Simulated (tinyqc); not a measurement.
# Trap spacing and activation energy from three currents

Problem. In its exponential range, without heating, an amorphous layer of thickness ua passes I = (I0/2) exp[-(Ea - q V dz/(2 ua))/kB T]. Find dz, Ea and I0.

Parameters, values chosen for the exercise: amorphous thickness ua = 34 nm.

Constants: q = 1.602176634e-19 C, kB = 1.380649e-23 J/K. Results are converted to the units shown.

I at (0.22 V, 330 K), (0.33 V, 330 K) and (0.33 V, 370 K) (nA): [3504.0618, 5650.5671, 13003.394]

Solution. The two voltages give dz/ua, the two temperatures the lowered barrier.

dz = 8.40 nm
Ea = 0.260 eV
I0 = 25.2 mA

Computed by the program tinyqc: `OMP_NUM_THREADS=1 python tinyqc.py 2490009 2490010 out.jsonl`, one thread of a shared Intel Xeon 2.30GHz, about 0.01 s for the whole run.
